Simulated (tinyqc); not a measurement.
Inside a calculation: parabolic quantum dot in a magnetic field (Fock-Darwin). Values are carried at full precision from step to step, so a last printed digit may differ when a step is redone from the rounded ones.

Two dimensions, V = m w0^2 r^2/2, one valley. hbar wc = 2 muB B/m, W = sqrt(w0^2 + wc^2/4), E(n, l, s) = (2n + |l| + 1) hbar W - l hbar wc/2 + s gs muB B, n = 0, 1, ..., l = 0, +/-1, ..., s = +/-1/2; length lam = sqrt(2c/(m hbar W)), c = hbar^2/2m0.

Constants: muB = 5.788381798e-05 eV/T; hbar^2/2m0 = 3.80998211 eV angstrom^2; e^2/(4 pi eps0) = 14.39964547 eV angstrom.

Values chosen for the exercise (near those of a gate-defined dot in GaAs; not measured data): m = 0.0652 m0 (mass); gs = -0.45 (g factor); w0 = 7 meV (confinement energy hbar w0); B = 4.91 T (magnetic field); Ec = 1.8 meV (charging energy e^2/C); eps = 12.8 (dielectric constant).

## Energy and length scales

Give hbar wc, hbar W, the two mode energies hbar W +/- hbar wc/2, the Zeeman energy |gs| muB B and lam.

hbar wc = 8.7181 meV
hbar W = 8.2463 meV

modes (meV): 12.6053  3.8872

Zeeman energy = 0.1279 meV
lam = 119.0 angstrom

The product of the modes is w0^2 = 49.00 meV^2 at any field. These two lines are all that far-infrared light sees, whatever the number of electrons (Kohn theorem).

## Orbital levels

The eight lowest (n, l) from E = (2n + |l| + 1) W - l wc/2.

Levels:

| (n,l) | E (meV) |
|---|---|
| (0,0) | 8.246 |
| (0,1) | 12.134 |
| (0,2) | 16.021 |
| (0,3) | 19.908 |
| (0,-1) | 20.852 |
| (0,4) | 23.795 |
| (1,0) | 24.739 |
| (0,5) | 27.683 |

## Addition spectrum

Constant interaction: mu(N) = E_N + (N - 1/2) Ec with the spin-resolved levels filled in order; the addition energy is mu(N + 1) - mu(N).

Filling:

| N | state added | E_N (meV) | mu(N) (meV) | addition energy (meV) |
|---|---|---|---|---|
| 1 | (0,0)+ | 8.182 | 9.082 | 1.928 |
| 2 | (0,0)- | 8.310 | 11.010 | 5.559 |
| 3 | (0,1)+ | 12.070 | 16.570 | 1.928 |
| 4 | (0,1)- | 12.197 | 18.497 | 5.559 |
| 5 | (0,2)+ | 15.957 | 24.057 | 1.928 |
| 6 | (0,2)- | 16.085 | 25.985 | 5.559 |
| 7 | (0,3)+ | 19.844 | 31.544 | 1.928 |
| 8 | (0,3)- | 19.972 | 33.472 | 2.616 |
| 9 | (0,-1)+ | 20.788 | 36.088 | 1.928 |
| 10 | (0,-1)- | 20.916 | 38.016 | 4.616 |

The largest addition energy falls at N = 2, 4 and 6; at zero field it peaks at the closed shells 2, 6 and 12. Exchange, which the model lacks, would favour parallel spins near level crossings. Ec is an independent input that includes screening by the gates.

## Singlet and triplet of two electrons

Two electrons, first order in the Coulomb energy: the singlet (0,0)^2 has 2W + J0 and the lowest triplet (0,0)(0,1) has 3W - wc/2 + J0/2 - Ez, with J0 = sqrt(pi/2) q/(eps lam), q = e^2/(4 pi eps0), Ez = |gs| muB B.

Give J0, the triplet less the singlet, and J0/W.

J0 = 11.843 meV
E(T) - E(S) = -2.162 meV
J0/W = 1.44

The triplet is lower at this order. J0 exceeds W, so first order overstates the interaction and the result is only a guide.

## The same without perturbation theory

Exact treatment: the centre of mass separates with energy W, and the relative motion obeys [-(2c/m) Laplacian + (2c/m) r^2/(2 lam^2)^2 + q/(eps r)] psi = e_l psi for angular number l, solved in 14 Gaussians r^l exp(-a r^2), a = 1.7^i/(4 lam^2), i = -3 to 10. E(S) = W + e_0, E(T) = W + e_1 - wc/2 - Ez.

Solve for e_0 and e_1.

e_0, e_1 (meV): 17.46  22.09

first-order values W + J0 and 2W + J0/2 (meV): 20.09  22.41

E(T) - E(S), exact = 0.15 meV

First order overshoots e_0 by 2.63 meV and e_1 by only 0.32 meV, since the singlet gains more by keeping the electrons apart; it therefore favours the triplet by 2.31 meV too much. Of these two the singlet is lower, against the first-order answer.

## Checks

- e_0 at W = 2 Ry m/eps^2, where it is exactly 2W, as a ratio e_0/W: both 2.000.
- Level (0,1) from the radial equation by finite differences against the formula, meV: both 12.13.

Run: tinyqc, `OMP_NUM_THREADS=1 python tinyqc.py 1282021 1282022 out.jsonl`; Intel(R) Xeon(R) Processor @ 2.30GHz, one thread, shared host; about 0.08 s of CPU time with all checks.
